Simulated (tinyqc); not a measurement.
Inside a calculation. Method: G0W0 on RHF in the sto-6g basis, for H3+, spin multiplicity 1. Computed by tinyqc, a small Python program that keeps every step (integrals from PySCF). Settings: charge = 1, multiplicity = 1, basis = sto-6g, method = RHF, energy threshold = 1e-10, iteration cap = 73, orthogonalisation = canonical, start = atomic densities, DIIS depth = 6. Command: `OMP_NUM_THREADS=1 python tinyqc.py 21739 21740 out.jsonl` (the two numbers bound the seeds that draw the settings). One thread of a shared host (Intel(R) Xeon(R) Processor @ 2.60GHz), about 0.06 s of CPU time with the checks. The early iterations of the SCF are left out here.

## One-electron integrals

Geometry (angstrom):
```
atom         x         y         z
H     0.000000  0.000000  0.000000
H     0.000000  0.000000  0.752000
H     0.000000  0.693000  0.292000
```

Basis sto-6g: exponents (1/bohr^2) and contraction coefficients of normalised primitives:
```
element  l (shell)   exponent  coefficient
H            s (1)  35.523221     0.009164
H            s (1)   6.513144     0.049361
H            s (1)   1.822143     0.168538
H            s (1)   0.625955     0.370563
H            s (1)   0.243077     0.416492
H            s (1)   0.100112     0.130334
```

Overlap, kinetic and nuclear-attraction integrals over the contracted functions; the nuclear repulsion is the sum of Za Zb / Rab.

nuclear repulsion = 2.04358325 hartree

overlap S, order 1H 1s, 2H 1s, 3H 1s:
$$\begin{pmatrix}
1.000000 & 0.651891 & 0.651888 \\
0.651891 & 1.000000 & 0.600297 \\
0.651888 & 0.600297 & 1.000000
\end{pmatrix}$$

kinetic energy T (hartree), order 1H 1s, 2H 1s, 3H 1s:
$$\begin{pmatrix}
0.768522 & 0.227920 & 0.227916 \\
0.227920 & 0.768522 & 0.184245 \\
0.227916 & 0.184245 & 0.768522
\end{pmatrix}$$

nuclear attraction V (hartree), order 1H 1s, 2H 1s, 3H 1s:
$$\begin{pmatrix}
-2.532356 & -1.601530 & -1.601518 \\
-1.601530 & -2.484113 & -1.454911 \\
-1.601518 & -1.454911 & -2.484109
\end{pmatrix}$$

core Hamiltonian H = T + V (hartree), order 1H 1s, 2H 1s, 3H 1s:
$$\begin{pmatrix}
-1.763834 & -1.373610 & -1.373602 \\
-1.373610 & -1.715591 & -1.270666 \\
-1.373602 & -1.270666 & -1.715587
\end{pmatrix}$$

## Two-electron integrals

Functions are numbered as in S; the eight-fold symmetry (ij|kl) = (ji|kl) = (kl|ij) leaves the list below.

Two-electron integrals (ij|kl) in chemists' order, unique and non-zero (hartree):
```
(11|11) 0.774999   (21|11) 0.437590   (21|21) 0.289397   (22|11) 0.565486
(22|21) 0.437590   (22|22) 0.774999   (31|11) 0.437587   (31|21) 0.266374
(31|22) 0.368131   (31|31) 0.289393   (32|11) 0.350562   (32|21) 0.246526
(32|22) 0.393541   (32|31) 0.246525   (32|32) 0.240569   (33|11) 0.565483
(33|21) 0.368133   (33|22) 0.536042   (33|31) 0.437587   (33|32) 0.393541
(33|33) 0.774999
```

## Orthogonalisation

S = U s U^T; canonical form X = U s^(-1/2), so that X^T S X = 1. Each column of U has its largest component positive (the first on a tie).

eigenvalues of S: [0.330608, 0.399703, 2.269689]

X, order 1H 1s, 2H 1s, 3H 1s:
$$\begin{pmatrix}
1.407324 & -0.000041 & 0.389995 \\
-0.722594 & -1.118428 & 0.379798 \\
-0.722515 & 1.118472 & 0.379797
\end{pmatrix}$$

## Iteration 5 (converged): orbitals

converged F (hartree), order 1H 1s, 2H 1s, 3H 1s:
$$\begin{pmatrix}
-1.019700 & -1.008874 & -1.008869 \\
-1.008874 & -0.966658 & -0.952623 \\
-1.008869 & -0.952623 & -0.966653
\end{pmatrix}$$

Diagonalise F' = X^T F X, C = X C', fill 1 alpha and 1 beta electrons from the bottom; D = 2 C_occ C_occ^T. Each column has its largest component positive (the first on a tie).

F' = X^T F X (hartree):
$$\begin{pmatrix}
0.079927 & 0.000000 & -0.016163 \\
0.000000 & -0.035108 & 0.000001 \\
-0.016163 & 0.000001 & -1.306524
\end{pmatrix}$$

orbital energies (hartree): MO1 -1.306712, MO2 -0.035108, MO3 0.080115

coefficients C, order 1H 1s, 2H 1s, 3H 1s:
$$\begin{pmatrix}
0.406371 & -0.000039 & 1.402683 \\
0.371352 & -1.118428 & -0.726971 \\
0.371349 & 1.118472 & -0.726893
\end{pmatrix}$$

D after iteration 5, order 1H 1s, 2H 1s, 3H 1s:
$$\begin{pmatrix}
0.330275 & 0.301813 & 0.301811 \\
0.301813 & 0.275804 & 0.275802 \\
0.301811 & 0.275802 & 0.275801
\end{pmatrix}$$

## Convergence

Stop when the energy changes by less than 1e-10 hartree and every element of the error matrix X^T (F D S - S D F) X is below 3e-06.

Course of the cycle:
```
iteration  E (hartree)     change  largest element of the error matrix
1          -0.69319484          -                             2.66e-02
2          -1.20716285  -5.14e-01                             1.68e-04
3          -1.20716286  -1.16e-08                             2.25e-05
4          -1.20716286  -2.12e-10                             2.93e-08
5          -1.20716286   4.44e-16                             1.46e-08
```

PySCF RHF in the same basis = -1.20716286 hartree

Converged in 5 iterations.

## Integrals over molecular orbitals

(pq|rs) = sum C_ip C_jq C_kr C_ls (ij|kl), one index at a time.

one-electron integrals over orbitals h = C^T H C (hartree):
$$\begin{pmatrix}
-1.944034 & 0.000001 & -0.012593 \\
0.000001 & -1.113135 & 0.000000 \\
-0.012593 & 0.000000 & -1.024014
\end{pmatrix}$$

Two-electron integrals over orbitals (pq|rs), unique and non-zero (hartree):
```
(11|11) 0.637322    (21|11) -1.19e-06   (21|21) 0.144400    (22|11) 0.611214
(22|21) 0.000008    (22|22) 0.682315    (31|11) 0.012593    (31|21) 3.91e-08
(31|22) -0.077607   (31|31) 0.143873    (32|11) 6.87e-08    (32|21) -0.089371
(32|22) -1.12e-06   (32|31) -0.000008   (32|32) 0.074863    (33|11) 0.624001
(33|21) -0.000009   (33|22) 0.559868    (33|31) 0.086816    (33|32) 1.09e-06
(33|33) 0.690955
```

## Screening: direct RPA

With D = e_a - e_i and K = (ia|jb): diagonalise D^(1/2) (D + 4K) D^(1/2) = Z w^2 Z^T; X + Y = D^(1/2) Z w^(-1/2), each column of Z with its largest component positive (the first on a tie); E_c = (sum w - tr (D + 2K)) / 2.

D^(1/2) (D + 4K) D^(1/2) (hartree^2), order 1>2, 1>3:
$$\begin{pmatrix}
2.351455 & 0.000000 \\
0.000000 & 2.721400
\end{pmatrix}$$

excitation energies w (hartree): [1.533445, 1.649667]

X + Y, order 1>2, 1>3:
$$\begin{pmatrix}
0.910630 & 0.000000 \\
-0.000001 & 0.916881
\end{pmatrix}$$

RPA correlation energy = -0.02593285 hartree

## G0W0 on Hartree-Fock: HOMO

W(p,q,m) = sqrt2 sum_ia (pq|ia) (X+Y)_ia,m; Sigma_c(x) = sum_(i,m) W^2/(x - e_i + w_m) + sum_(a,m) W^2/(x - e_a - w_m); solve x = e_p + Sigma_c(x) by Newton steps; Z = 1/(1 - dSigma/dx); 1 hartree = 27.211386 eV.

The 12 largest terms at x = e_p (hartree; W for the signs of X + Y given):
```
q  m          W       term
2  1   0.185961  -0.012328
3  2   0.186556  -0.011462
1  2   0.016329   0.000162
1  1  -1.55e-06          0
```

Newton steps (hartree):
```
step          x  Sigma_c(x)         Z
0     -1.306712   -0.023628  0.991800
1     -1.330147   -0.023436  0.991925
2     -1.330148   -0.023436  0.991925
```

quasiparticle energy of the HOMO = -36.195175 eV

Hartree-Fock value = -35.557448 eV

## G0W0 on Hartree-Fock: LUMO

As before.

The 12 largest terms at x = e_p (hartree; W for the signs of X + Y given):
```
q  m          W       term
1  1   0.185961   0.012328
3  1  -0.115095  -0.008035
2  2  -0.100631  -0.006139
2  1   0.000011  -7.28e-11
3  2  -0.000010  -5.94e-11
```

Newton steps (hartree):
```
step          x  Sigma_c(x)         Z
0     -0.035108   -0.001845  0.987177
1     -0.036929   -0.001821  0.987190
2     -0.036929   -0.001821  0.987190
```

quasiparticle energy of the LUMO = -1.004887 eV

Hartree-Fock value = -0.955325 eV
